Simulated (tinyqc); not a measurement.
Hueckel theory of the pi electrons, for the molecule c1ccc2[nH]ccc2c1 (SMILES; centres numbered as the heavy atoms are written), step by step. Computed by tinyqc, a small Python program that keeps every step. Settings: charge = 0. Command: `OMP_NUM_THREADS=1 python tinyqc.py 28289 28290 out.jsonl` (the two numbers bound the seeds that draw the settings). One thread of a shared host (Intel(R) Xeon(R) Processor @ 2.60GHz), about 0.01 s of CPU time with the checks.

## The Hueckel matrix

Centres:
```
centre  z_r, pi electrons of the neutral centre         h
1C                                            1  0.000000
2C                                            1  0.000000
3C                                            1  0.000000
4C                                            1  0.000000
5N                                            2  1.500000
6C                                            1  0.000000
7C                                            1  0.000000
8C                                            1  0.000000
9C                                            1  0.000000
```

Bonds:
```
i  j         k
1  2         1
2  3         1
3  4         1
4  5  0.800000
5  6  0.800000
6  7         1
7  8         1
8  9         1
9  1         1
8  4         1
```

H_rr = alpha + h_r beta, H_rs = k_rs beta for bonded centres.

Hueckel matrix in units of beta (H = alpha + beta A), lower triangle:
```
          1C        2C        3C        4C        5N        6C        7C        8C
1C  0.000000
2C  1.000000  0.000000
3C  0.000000  1.000000  0.000000
4C  0.000000  0.000000  1.000000  0.000000
5N  0.000000  0.000000  0.000000  0.800000  1.500000
6C  0.000000  0.000000  0.000000  0.000000  0.800000  0.000000
7C  0.000000  0.000000  0.000000  0.000000  0.000000  1.000000  0.000000
8C  0.000000  0.000000  0.000000  1.000000  0.000000  0.000000  1.000000  0.000000
9C  1.000000  0.000000  0.000000  0.000000  0.000000  0.000000  0.000000  1.000000

          9C
9C  0.000000
```

## Orbitals

pi electrons, sum of z_r less the charge = 10

Diagonalise; E = alpha + x beta with beta < 0, so the largest x are filled first; degenerate levels share their electrons. P = sum n_i c_ri c_si; each orbital has its largest coefficient positive (the first on a tie).

x values: 2.484322  1.773261  1.324533  0.855635  0.599863  -0.825757  -1.104703  -1.457652  -2.149503

occupations: 2.000000  2.000000  2.000000  2.000000  2.000000  0.000000  0.000000  0.000000  0.000000

coefficients:
```
         MO1        MO2        MO3        MO4        MO5        MO6        MO7        MO8
1C  0.145530  -0.450344  -0.123955   0.522349  -0.043366  -0.085672   0.555695   0.254882
2C  0.154656  -0.394839  -0.408845   0.156589   0.372284  -0.388307  -0.256375  -0.422347
3C  0.238685  -0.249809  -0.417574  -0.388366   0.266686   0.406320  -0.272477   0.360753
4C  0.438314  -0.048138  -0.144246  -0.488888  -0.212309   0.052786   0.557381  -0.103505
5N  0.602225   0.537546  -0.276879   0.304963  -0.248105  -0.195644  -0.228129   0.148847
6C  0.302666   0.231751   0.204975   0.243254   0.491470   0.515989   0.185379  -0.446793
7C  0.270139  -0.019082   0.492999  -0.035833   0.493299  -0.269567  -0.022286   0.532191
8C  0.368447  -0.265589   0.448019  -0.273915  -0.195558  -0.293393  -0.160760  -0.328956
9C  0.206888  -0.403738   0.244663   0.290351  -0.398298   0.459052  -0.357503   0.050818

          MO9
1C   0.323753
2C  -0.308263
3C   0.338859
4C  -0.420115
5N   0.068361
6C   0.108259
7C  -0.287392
8C   0.509491
9C  -0.387645
```

charge and bond-order matrix P, lower triangle:
```
           1C         2C         3C         4C         5N         6C         7C        8C
1C   1.028165
2C   0.633297   1.020173
3C  -0.030862   0.689482   1.031385
4C  -0.285633  -0.019650   0.620250   0.998660
5N   0.099876  -0.101036  -0.119056   0.363216   1.765704
6C   0.040045   0.185119  -0.069295  -0.262656   0.404688   0.976090
7C  -0.106625   0.051578   0.017707  -0.078004  -0.234784   0.824234   1.122031
8C  -0.033812  -0.274036   0.042869   0.570175  -0.159880  -0.041887   0.477639  1.040567
9C   0.701079  -0.022871  -0.341818   0.034877   0.054379  -0.211843  -0.045345  0.582857

          9C
9C  1.017224
```

## Energy, charges, bond orders

E = sum n x; q_r = z_r - P_rr; bond order p = P_rs; free valence = sqrt(3) - sum of p over the bonds of the atom.

pi energy = 10 alpha + this times beta = 14.075229

pi charges: 1C -0.028165, 2C -0.020173, 3C -0.031385, 4C 0.001340, 5N 0.234296, 6C 0.023910, 7C -0.122031, 8C -0.040567, 9C -0.017224

Bond orders and lengths from R = 1.517 - 0.180 p (angstrom, C-C alone):
```
bond         p         R
1-2   0.633297  1.403007
2-3   0.689482  1.392893
3-4   0.620250  1.405355
4-5   0.363216         -
5-6   0.404688         -
6-7   0.824234  1.368638
7-8   0.477639  1.431025
8-9   0.582857  1.412086
9-1   0.701079  1.390806
8-4   0.570175  1.414368
```

free valence of the carbons: 1C 0.397675, 2C 0.409272, 3C 0.422319, 4C 0.178409, 6C 0.503129, 7C 0.430177, 8C 0.101379, 9C 0.448115

gap between the highest filled and the next level = 1.425620 |beta|
